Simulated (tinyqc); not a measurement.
## Van der Pauw, Hall and four-point-probe measurements on a doped layer: correction factor against the shape of the sample

A uniform n-type layer with sheet resistance Rs = 1/(q ns mu), point contacts, low field (mu B small).

Rs = 1/(q ns mu). For a rectangle with contacts at the corners, RA = (8 Rs/pi) sum_(k>=0) ln coth((2k + 1) pi a/(2 b)) with current along a short side b and voltage along the opposite one, RB the same with a and b exchanged. ar = a/b. F = Rs/[(pi/ln 2)(RA + RB)/2]; small-asymmetry estimate 1 - (ln 2/2) d^2 - ((ln 2)^2/4 - (ln 2)^3/12) d^4 with d = (RB - RA)/(RB + RA).

Parameters, values chosen for the exercise: sheet density of the layer ns = 5.2e14 cm^-2; drift mobility mu = 50 cm^2/(V s).

Constants: q = 1.602176634e-19 C. Results are converted to the units shown.

Correction factor against the shape of the sample:

| ar | RA (ohm) | RB (ohm) | RB/RA | F | estimate of F |
|---|---|---|---|---|---|
| 1 | 52.97 | 52.97 | 1.000 | 1.000 | 1.000 |
| 1.34 | 18.16 | 118.7 | 6.536 | 0.7740 | 0.7861 |
| 1.69 | 6.047 | 196.8 | 32.55 | 0.5221 | 0.6213 |
| 2.03 | 2.078 | 276.5 | 133.1 | 0.3803 | 0.5767 |
| 2.37 | 0.7140 | 357.4 | 500.6 | 0.2958 | 0.5653 |
| 2.71 | 0.2454 | 438.8 | 1788 | 0.2413 | 0.5623 |
| 3.06 | 0.08171 | 522.8 | 6397 | 0.2026 | 0.5614 |
| 3.4 | 0.02808 | 604.3 | 2.152e4 | 0.1753 | 0.5612 |

What does the table show?

RB/RA rises from 1.00 to 21500 and F falls from 1.00 to 0.175. The estimate is 19 % above F at a/b = 1.69 and 3.20 times it in the last row. RA shrinks about as exp(-pi a/b): by a factor of 2.91 between the last two rows, against 2.91.

Computed by the program tinyqc: `OMP_NUM_THREADS=1 python tinyqc.py 2850144 2850145 out.jsonl`, one thread of a shared Intel Xeon 2.30GHz, about 0.01 s for the whole run.
